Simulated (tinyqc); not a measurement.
Worked calculation: UHF in the sto-6g basis, for H4, spin multiplicity 1. One step of it, computed by the program tinyqc.

Task: Iteration 1: building the Fock matrix. J_ij = sum D_kl (ij|kl) with D = D(alpha) + D(beta), K_ij = sum D_kl (ik|jl) for each spin; F = H + J - K(s); E = tr D H + tr D J / 2 - 0.5 sum_s tr D(s) K(s) + E_nn.

D(alpha) at the start, lower triangle:
```
,1H 1s,2H 1s,3H 1s,4H 1s
1H 1s,0.613847
2H 1s,0.335678,0.238335
3H 1s,0.036191,0.133533,0.238335
4H 1s,-0.241978,0.036191,0.335678,0.613847
```

D(beta) at the start, lower triangle:
```
,1H 1s,2H 1s,3H 1s,4H 1s
1H 1s,0.238335
2H 1s,0.335678,0.613847
3H 1s,0.036191,-0.241978,0.613847
4H 1s,0.133533,0.036191,0.335678,0.238335
```

core Hamiltonian H = T + V (hartree), lower triangle:
```
,1H 1s,2H 1s,3H 1s,4H 1s
1H 1s,-1.237277
2H 1s,-0.366287,-1.237277
3H 1s,-0.155601,-0.066594,-1.237277
4H 1s,-0.066594,-0.155601,-0.366287,-1.237277
```

Two-electron integrals (ij|kl) in chemists' order, unique and non-zero (hartree):
```
i,j,k,l,(ij|kl)
1,1,1,1,0.774999
2,1,1,1,0.111888
2,1,2,1,0.025806
2,2,1,1,0.322714
2,2,2,1,0.111888
2,2,2,2,0.774999
3,1,1,1,0.040757
3,1,2,1,0.007126
3,1,2,2,0.024493
3,1,3,1,0.004119
3,2,1,1,0.012615
3,2,2,1,0.003084
3,2,2,2,0.014321
3,2,3,1,0.001360
3,2,3,2,0.000598
3,3,1,1,0.243843
3,3,2,1,0.048999
3,3,2,2,0.195680
3,3,3,1,0.040757
3,3,3,2,0.014321
3,3,3,3,0.774999
4,1,1,1,0.014321
4,1,2,1,0.003084
4,1,2,2,0.012615
4,1,3,1,0.001360
4,1,3,2,0.000581
4,1,3,3,0.012615
4,1,4,1,0.000598
4,2,1,1,0.024493
4,2,2,1,0.007126
4,2,2,2,0.040757
4,2,3,1,0.002463
4,2,3,2,0.001360
4,2,3,3,0.024493
4,2,4,1,0.001360
4,2,4,2,0.004119
4,3,1,1,0.048999
4,3,2,1,0.011074
4,3,2,2,0.048999
4,3,3,1,0.007126
4,3,3,2,0.003084
4,3,3,3,0.111888
4,3,4,1,0.003084
4,3,4,2,0.007126
4,3,4,3,0.025806
4,4,1,1,0.195680
4,4,2,1,0.048999
4,4,2,2,0.243843
4,4,3,1,0.024493
4,4,3,2,0.012615
4,4,3,3,0.322714
4,4,4,1,0.014321
4,4,4,2,0.040757
4,4,4,3,0.111888
4,4,4,4,0.774999
```

nuclear repulsion = 1.53419481 hartree

Give: Coulomb J; exchange K(alpha); exchange K(beta); F(alpha); F(beta); total energy of this density.

Result:

Coulomb J (hartree), lower triangle:
```
,1H 1s,2H 1s,3H 1s,4H 1s
1H 1s,1.5296
2H 1s,0.3245,1.5296
3H 1s,0.1307,0.0543,1.5296
4H 1s,0.0543,0.1307,0.3245,1.5296
```

exchange K(alpha) (hartree), lower triangle:
```
,1H 1s,2H 1s,3H 1s,4H 1s
1H 1s,0.5574
2H 1s,0.2130,0.2828
3H 1s,0.0545,0.0607,0.2828
4H 1s,-0.0026,0.0545,0.2130,0.5574
```

exchange K(beta) (hartree), lower triangle:
```
,1H 1s,2H 1s,3H 1s,4H 1s
1H 1s,0.2828
2H 1s,0.2130,0.5574
3H 1s,0.0545,-0.0026,0.5574
4H 1s,0.0607,0.0545,0.2130,0.2828
```

F(alpha) (hartree), lower triangle:
```
,1H 1s,2H 1s,3H 1s,4H 1s
1H 1s,-0.2650
2H 1s,-0.2548,0.0096
3H 1s,-0.0794,-0.0729,0.0096
4H 1s,-0.0097,-0.0794,-0.2548,-0.2650
```

F(beta) (hartree), lower triangle:
```
,1H 1s,2H 1s,3H 1s,4H 1s
1H 1s,0.0096
2H 1s,-0.2548,-0.2650
3H 1s,-0.0794,-0.0097,-0.2650
4H 1s,-0.0729,-0.0794,-0.2548,0.0096
```

total energy of this density = -1.763704 hartree
